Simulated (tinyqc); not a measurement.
Phonon transmission through an interface between two chains by Green functions: one step, computed by the program tinyqc.

Two semi-infinite chains (masses m_1, m_2; springs k_1, k_2), motion along the chain. The central region holds the end atom of each chain and two interlayer atoms of mass m_b, joined by springs k_b. lambda = omega^2 in eV/(angstrom^2 u); nu = 15.6333042 THz x sqrt(lambda).

Question. Self-energies and the matrix at the probe frequency. In chain i, sin(q_i a/2) = nu/nu_max,i. An outgoing wave makes the next atom move as exp(i q_i a) times the end atom, so the lead adds the self-energy Sigma_i = -k_i exp(i q_i a) to the force-constant matrix; Gamma_i = -2 Im Sigma_i = 2 k_i sin(q_i a). A = lambda M - K - Sigma over the central atoms, with K_ii the sum of the springs at i, K_(i,i+1) = -k_b; G = inverse of A; transmission = Gamma_1 Gamma_2 |G_(first,last)|^2.

Inputs (values chosen for the exercise, for two model chains):
```
quantity,value,unit
mass m_1,30.4,u
spring k_1,12.8,eV/angstrom^2
mass m_2,36.5,u
spring k_2,11.9,eV/angstrom^2
junction spring k_b,1.7,eV/angstrom^2
interlayer mass m_b,72.3,u
```

Atoms in the interlayer: two.

probe frequency = 10.89025 THz

band top of chain 1 = 20.28845 THz

band top of chain 2 = 17.85286 THz

Constants: nu for 1 eV/(angstrom^2 u) = 15.6333042 THz.

Give: q_1 a; q_2 a; Gamma_1; Gamma_2; A (complex symmetric).

Answer.

q_1 a = 1.133 rad

q_2 a = 1.312 rad

Gamma_1 = 23.19 eV/angstrom^2

Gamma_2 = 23.01 eV/angstrom^2

A (complex symmetric) (eV/angstrom^2):
```
,end of 1,layer 1,layer 2,end of 2
end of 1,5.68+11.59i,1.70,0.00,0.00
layer 1,1.70,31.68,1.70,0.00
layer 2,0.00,1.70,31.68,1.70
end of 2,0.00,0.00,1.70,7.16+11.50i
```
